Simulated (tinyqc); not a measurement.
# Worked calculation: thermophotovoltaic cell, detailed-balance limit

Computed by the program tinyqc: `OMP_NUM_THREADS=1 python tinyqc.py 2820018 2820019 out.jsonl`, one thread of a shared Intel Xeon 2.30GHz, about 0.01 s for the whole run. Printed values are rounded.

Every photon above the gap Eg makes one pair and none below is absorbed; carriers thermalise at T and move without loss. Jsc = q F Phi(Eg, Ts); the dark current is J0 = q ge Phi(Eg, T)/ERE with the Boltzmann factor exp(V/Vt). Photons below the gap return to the emitter with reflectance Rf, and the efficiency is the electrical power over the radiant power not returned (luminescence back to the emitter is not credited).

Values chosen for this exercise:
- T = 300 K (cell temperature)
- Ts = 1400 K (emitter temperature)
- F = 0.41 (share of the hemisphere filled by the emitter)
- Rf = 0 (reflectance for photons below the gap)
- ERE = 0.3 (external radiative efficiency)
- ge = 2 (number of faces that emit)
- Eg = 0.9 eV (band gap)

Constants: q = 1.602176634e-19 C, kB = 1.380649e-23 J/K, h = 6.62607015e-34 J s, c = 299792458 m/s, Vt = kB T/q. Results are converted to the units shown.

## Photon flux of the source, term by term

Photon flux above E from a black body at temperature T into a hemisphere: Phi(E, T) = A sum_k exp(-k E/th)[E^2 th/k + 2 E th^2/k^2 + 2 th^3/k^3], k = 1, 2, ..., with th = kB T/q in eV and A = 2 pi q^3/(h^3 c^2). The first six terms at E = Eg, T = Ts are listed; the flux takes all.

th = 0.1206427 eV
A = 9.883290e22 cm^-2 s^-1 eV^-3
terms k = 1..6 (eV^3): 7.335283e-5  1.850544e-8  6.792894e-12  2.868030e-15  1.303181e-18  6.195686e-22
Phi(Eg, Ts) = 7.251503e18 cm^-2 s^-1

The first term, the Boltzmann limit, holds 100 % of the flux.

## Photocurrent, dark current and incident power

Photon flux above E from a black body at temperature T into a hemisphere: Phi(E, T) = A sum_k exp(-k E/th)[E^2 th/k + 2 E th^2/k^2 + 2 th^3/k^3], k = 1, 2, ..., with th = kB T/q in eV and A = 2 pi q^3/(h^3 c^2). Jsc = q F Phi(Eg, Ts), J0 = q ge Phi(Eg, T)/ERE. Pin = F sigma Ts^4, sigma = 2 pi^5 kB^4/(15 h^3 c^2). Power above the gap: Pg = F A q sum_k exp(-k Eg/th)[Eg^3 a + 3 Eg^2 a^2 + 6 Eg a^3 + 6 a^4], a = th/k at Ts; power not returned Pab = Pin - Rf (Pin - Pg).

Jsc = 476.3457 mA/cm^2
J0 = 1.778697e-9 mA/cm^2
Pin = 8931.157 mW/cm^2
Pab = 8931.157 mW/cm^2

## Iteration 1: maximum power point by substitution

v at the start = 0

v = Vmp/Vt solves (1 + v) exp(v) = 1 + Jsc/J0; v(new) = ln[(1 + Jsc/J0)/(1 + v)].

v after iteration 1 = 26.31353

## Iteration 2: maximum power point by substitution

As before.

v after iteration 2 = 23.00615

## Course of the iteration: maximum power point by substitution

Stop when v changes by less than 1e-10, or after 40 iterations.

Course of the iteration:
```
iteration         v  |change|
1          26.31353      26.3
2          23.00615      3.31
3          23.13522     0.129
4          23.12986   5.36e-3
5          23.13008   2.22e-4
6          23.13007   9.21e-6
7          23.13007   3.82e-7
8          23.13007   1.58e-8
9          23.13007  6.55e-10
10         23.13007  2.72e-11
```

Converged in 10 iterations. At the end each change is about 0.041 times the one before, with alternating sign: linear convergence.

## Voltages, fill factor and efficiency

v = 23.13007

Voc = Vt ln(1 + Jsc/J0), Vmp = v Vt, Jmp = Jsc - J0 (exp(v) - 1), FF = Vmp Jmp/(Voc Jsc), efficiency Vmp Jmp/Pab.

Voc = 0.6802573 V
Eg/q - Voc = 0.2197427 V
Vmp = 0.5979586 V
Jmp = 456.6050 mA/cm^2
FF = 0.8425898
efficiency = 3.057060 %

Of the voltage deficit, Vt ln(1/ERE) = 31.1 mV is due to non-radiative recombination.
